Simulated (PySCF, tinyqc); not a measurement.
Inside a calculation. Method: CIS and TDHF on RHF in the sto-6g basis, for H4, spin multiplicity 1. The lowest restricted solution is unstable here: a spin-polarised one lies 0.0458 hartree lower (PySCF). One step of it, computed by the program tinyqc.

Task: CIS matrix, singlets. A(ia,jb) = (e_a - e_i) d_ij d_ab + 2 (ia|jb) - (ij|ab).

orbital energies (hartree): MO1 -0.743269, MO2 -0.236129, MO3 0.275418, MO4 0.936331

Two-electron integrals over orbitals (pq|rs), unique and non-zero (hartree):
```
p,q,r,s,(pq|rs)
1,1,1,1,0.549856
2,1,2,1,0.143600
2,2,1,1,0.534049
2,2,2,2,0.544968
3,1,3,1,0.132249
3,2,3,2,0.075737
3,3,1,1,0.531380
3,3,2,2,0.518007
3,3,3,3,0.540512
4,1,3,2,0.076033
4,1,4,1,0.076404
4,2,3,1,0.129187
4,2,4,2,0.141666
4,3,2,1,0.139481
4,3,4,3,0.153040
4,4,1,1,0.538818
4,4,2,2,0.545705
4,4,3,3,0.544822
4,4,4,4,0.571480
```

Give: CIS matrix A, singlet.

Result:

CIS matrix A, singlet (hartree), lower triangle:
```
,1>3,1>4,2>3,2>4
1>3,0.752
1>4,0.000,1.294
2>3,0.000,0.013,0.145
2>4,0.119,0.000,0.000,0.910
```
